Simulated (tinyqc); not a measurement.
Electron-beam lithography: double-Gaussian proximity function, edge placement and dose correction for parallel lines: one step, computed by the program tinyqc. Command: `OMP_NUM_THREADS=1 python tinyqc.py 3111854 3111855 out.jsonl proximity walk`. One thread of a shared host (Intel(R) Xeon(R) Processor @ 2.30GHz), about 0.01 s of CPU time with the checks.

Lines are infinitely long. Absorbed energy is counted so that the middle of a very large area written at dose 1 receives 1; the resist develops where it exceeds 1/2.

Question. Dose to size and latitude. A test line of width w << beta in surroundings of density rho, all at dose d: near its edge E(x) = d [S + eta rho]/(1 + eta), S = [erf((b - x)/alpha) - erf((a - x)/alpha)]/2 for edges a and b, the second term being the background energy. Dose to size d_s = (1 + eta)/(erf(w/alpha) + 2 eta rho), dose = d_s D0; edge slope d [1 - exp(-w^2/alpha^2)]/(sqrt(pi) alpha (1 + eta)); width change per 1 % of dose = 2 x 0.01 x (1/2)/slope.

Inputs (values chosen for the exercise, of the order of those for 100 keV electrons in resist on silicon):
```
quantity                              value               unit
forward range alpha                    0.02         micrometre
backscatter ratio eta                  0.85                  -
base dose D0                             31  microcoulomb/cm^2
width of the test line                0.042         micrometre
pattern density around the test line   0.78                  -
```

Give: dose to size d_s; dose; edge slope; width change per 1 % of dose; background energy.

Answer.

dose to size d_s = 0.79638

dose = 24.688 microcoulomb/cm^2

edge slope = 0.011996 1/nm

width change per 1 % of dose = 0.83362 nm

background energy = 0.28540

The background supplies 57 % of the threshold.
